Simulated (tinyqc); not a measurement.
Worked calculation: alloy A(1-x)B(x) by interpolation with bowing. Values are carried at full precision from step to step, so a last printed digit may differ when a step is redone from the rounded ones.

Each gap follows E(x) = (1 - x) E_A + x E_B - C x (1 - x); the lattice constant follows Vegard, a(x) = (1 - x) a_A + x a_B.

Constants: hc = 1239.841984 eV nm; kB = 8.617333262e-05 eV/K.

Parameters, chosen for this exercise (A near GaP, B near InP; not measured data): a = (5.448, 5.867) angstrom (lattice constant of A, B); x = 0.26 (fraction of B); Eg = (2.923, 1.43) eV (gap at Gamma to the s-like level of A, B); EgX = (2.328, 2.35) eV (gap to the lowest valley along Gamma-X of A, B); EgL = (2.686, 2) eV (gap to L of A, B); C = (0.736, 0.228, 0.945) eV (bowing of the Gamma, X and L gaps); Dso = (0.079, 0.109) eV (spin-orbit splitting of A, B); Ep = (31, 20.4) eV (Kane energy of A, B); me = (0.1298, 0.0799) m0 (electron mass at Gamma of A, B); Cs = 0 eV (bowing of Dso); md = (0.1085, 0.9, 0.64) m0 (density-of-states masses of Gamma, all X and all L valleys); T = 200 K (temperature).

## Gaps and lattice constant at x

Also give the wavelength hc/E of the lowest gap.

a(x) = 5.5569 angstrom

linear parts (eV): Gamma 2.5348, X 2.3337, L 2.5076

bowing terms C x (1 - x) (eV): Gamma 0.1416, X 0.0439, L 0.1818

gaps (eV): Gamma 2.3932, X 2.2899, L 2.3258

wavelength of the lowest gap = 541.5 nm

The lowest valley is X, so the gap is indirect; the next, L, lies 36 meV higher.

## Where the valleys cross

The difference of two gaps is a quadratic q2 x^2 + q1 x + q0 with q2 = C_i - C_j, q1 = (E_B - E_A - C)_i - (E_B - E_A - C)_j, q0 = E_A,i - E_A,j; give its roots between 0 and 1 (a dash: none).

Crossings:
```
pair         q2      q1      q0  first root  second root
Gamma-X   0.508  -2.023   0.595      0.3198            -
Gamma-L  -0.209  -0.598   0.237      0.3528            -
X-L      -0.717   1.425  -0.358      0.2950            -
```

The lowest valley changes at x = 0.295 (X to L, gap 2.287 eV) and x = 0.353 (L to Gamma, gap 2.228 eV). The middle valley is lowest only in a narrow window, which small changes of the inputs would close. The other crossings lie above the lowest valley.

## Electron mass of the alloy

Mass at Gamma from the Kane formula 1/m = F + Ep (Eg + 2 Dso/3)/(Eg (Eg + Dso)). F is fixed by the masses of A and B and interpolated linearly, as is Ep; Eg and Dso carry their bowing.

Compare with the linear interpolation of the masses.

F of A, B: [-2.8084, -1.4133]

Ep, Eg, Dso at x (eV): [28.2440, 2.3932, 0.0868]

m(x) from the Kane formula = 0.1085 m0
m(x) linear = 0.1168 m0

The Kane value lies 7.1 % below the linear one. The Gamma valley is not the lowest at this x.

## Shares of the electrons in the valleys

Non-degenerate: n_i proportional to md_i^(3/2) exp(-E_i/kT).

md^(3/2): Gamma 0.0357, X 0.8538, L 0.5120

(E - E_min)/kT: Gamma 6.00, X 0.00, L 2.09

shares: Gamma 0.000, X 0.931, L 0.069

X holds most electrons (93.1 %).

## Checks

- The Gamma and X gaps at their crossing x = 0.3198 (eV): both 2.2854.
- The Gamma and L gaps at their crossing x = 0.3528 (eV): both 2.2282.
- The X and L gaps at their crossing x = 0.2950 (eV): both 2.2871.

tinyqc: `OMP_NUM_THREADS=1 python tinyqc.py 1080333 1080334 out.jsonl`; about 0.01 s, one thread, shared Intel(R) Xeon(R) Processor @ 2.30GHz.
